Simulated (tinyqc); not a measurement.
Ellipsometry and reflectance of a transparent film on an absorbing substrate: effect of the index of the transparent film.

Air (index 1), film, substrate with N2 = n2 - i k2; time factor exp(+i w t). q_j = sqrt(N_j^2 - sin^2 th), root with positive real part. Fresnel coefficients r_s = (q_a - q_b)/(q_a + q_b), r_p = (N_b^2 q_a - N_a^2 q_b)/(N_b^2 q_a + N_a^2 q_b). tan(Psi) exp(i Delta) = R_p/R_s, Delta taken from 0 to 360 degrees.

beta = 2 pi d q1/lam, X = exp(-2 i beta), R = (r01 + r12 X)/(1 + r01 r12 X) for p and s. dDelta/dd is the derivative of Delta; period lam/(2 q1).

Parameters, values chosen for the exercise; indices close to those of titanium dioxide on silicon:
```
symbol  value     unit                                  meaning
lam     632.8       nm                               wavelength
th         70  degrees                       angle of incidence
d          10       nm                           film thickness
n2      3.882                            index of the substrate
k2      0.019           extinction coefficient of the substrate
```

Result of one run:

| n1 | Psi (degrees) | Delta (degrees) | \|R_p\|^2 | \|R_s\|^2 | dDelta/dd (degrees/nm) | period (nm) |
|---|---|---|---|---|---|---|
| 2.65 | 10.78 | 150.5 | 0.02485 | 0.6856 | -2.845 | 127.7 |

What becomes of these results when the index of the transparent film n1 is changed from 2.65 to 1.25, all else the same?

Result of the changed run:

| n1 | Psi (degrees) | Delta (degrees) | \|R_p\|^2 | \|R_s\|^2 | dDelta/dd (degrees/nm) | period (nm) |
|---|---|---|---|---|---|---|
| 1.25 | 11.10 | 159.5 | 0.02669 | 0.6933 | -1.853 | 383.8 |

The whole series:

| n1 | Psi (degrees) | Delta (degrees) | \|R_p\|^2 | \|R_s\|^2 | dDelta/dd (degrees/nm) | period (nm) |
|---|---|---|---|---|---|---|
| 1.25 | 11.10 | 159.5 | 0.02669 | 0.6933 | -1.853 | 383.8 |
| 1.45 | 11.47 | 152.2 | 0.02849 | 0.6921 | -2.456 | 286.5 |
| 1.65 | 11.64 | 148.4 | 0.02933 | 0.6908 | -2.769 | 233.3 |
| 1.85 | 11.65 | 146.6 | 0.02930 | 0.6895 | -2.944 | 198.5 |
| 2.05 | 11.53 | 146.2 | 0.02864 | 0.6883 | -3.033 | 173.7 |
| 2.25 | 11.32 | 146.7 | 0.02756 | 0.6871 | -3.051 | 154.8 |
| 2.45 | 11.06 | 148.2 | 0.02624 | 0.6862 | -2.993 | 139.8 |
| 2.65 | 10.78 | 150.5 | 0.02485 | 0.6856 | -2.845 | 127.7 |

Psi goes from 11.1 through a maximum of 11.6 (at n1 = 1.85 among the rows listed) to 10.8 degrees and |R_p|^2 goes from 0.0267 through a maximum of 0.0293 (at n1 = 1.65 among the rows listed) to 0.0249. The slope of Delta is largest in size, 3.05 degrees/nm, at n1 = 2.25 among the rows.

Numbers from tinyqc (`OMP_NUM_THREADS=1 python tinyqc.py 2870140 2870141 out.jsonl`; about 0.01 s on one thread of a shared Intel Xeon 2.30GHz).
